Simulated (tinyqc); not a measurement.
## Gate voltage from the surface potential

Question. At the source end, Vgs + Vsb - Vfb - psi = gamma sqrt(G), G = psi - Vt + Vt exp((psi - 2 phiF - Vsb)/Vt), and the voltage over the insulator is gamma sqrt(G). Find that voltage and Vgs.

Values chosen for this exercise:
- T = 350 K (temperature)
- Vfb = -0.42 V (flat-band voltage)
- Vsb = 0.5 V (source-body reverse bias)

Constants: q = 1.602176634e-19 C, kB = 1.380649e-23 J/K, Vt = kB T/q. Results are converted to the units shown.

psi = 1.5127835 V
phiF = 0.46782910 V
gamma = 0.86779254 V^0.5

Solution. In this direction the relation is explicit: no iteration is needed.

voltage over the insulator = 1.19 V
Vgs = 1.78 V

Computed by the program tinyqc: `OMP_NUM_THREADS=1 python tinyqc.py 2360098 2360099 out.jsonl`, one thread of a shared Intel Xeon 2.30GHz, about 0.03 s for the whole run.
